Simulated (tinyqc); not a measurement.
Tight-binding t2g bands of a cubic perovskite: one step. The Hamiltonian. Two cases, with inputs chosen for the exercise.

Question. Add the spin-orbit term; + and - are the spin along z.

Orbitals yz, zx, xy (X, Y, Z below) times spin. E_xy = Dt + 2t (2 - cos x - cos y) + 2 td (1 - cos z) + 4 t2 (1 - cos x cos y) with x = kx a and so on; yz and zx follow by cyclic change, without Dt. Spin-orbit term -(Dso/3) L.sigma + Dso/3 with (L_k)_ij = -i epsilon_kij in X, Y, Z: for Dt = 0 the quartet lies at 0 and the doublet at Dso.

Give: H(k).

Case 1.

Values chosen (out of a larger set: of the size met in SrTiO3 and KTaO3; not measured data): Dso = 0.037 eV (spin-orbit splitting at Gamma).

energies (eV): yz 0.057021, zx 0.569405, xy 0.578977

Answer.

H(k) (eV):
```
          yz+       zx+      xy+      yz-       zx-      xy-
yz+    0.0694   0.0123i        0        0         0  -0.0123
zx+  -0.0123i    0.5817        0        0         0  0.0123i
xy+         0         0   0.5913   0.0123  -0.0123i        0
yz-         0         0   0.0123   0.0694  -0.0123i        0
zx-         0         0  0.0123i  0.0123i    0.5817        0
xy-   -0.0123  -0.0123i        0        0         0   0.5913
```

Case 2.

Values chosen (out of a larger set: of the size met in SrTiO3 and KTaO3; not measured data): Dso = 0.339 eV (spin-orbit splitting at Gamma).

energies (eV): yz 0.052771, zx 0.065495, xy -0.209505

Answer.

H(k) (eV):
```
          yz+       zx+      xy+      yz-       zx-      xy-
yz+    0.1658   0.1130i        0        0         0  -0.1130
zx+  -0.1130i    0.1785        0        0         0  0.1130i
xy+         0         0  -0.0965   0.1130  -0.1130i        0
yz-         0         0   0.1130   0.1658  -0.1130i        0
zx-         0         0  0.1130i  0.1130i    0.1785        0
xy-   -0.1130  -0.1130i        0        0         0  -0.0965
```

Computed by tinyqc, one run a case: `OMP_NUM_THREADS=1 python tinyqc.py N N+1 out.jsonl` with N = 1481068, 1481331; one thread of a shared Intel(R) Xeon(R) Processor @ 2.30GHz, about 0.01 s a run at most.
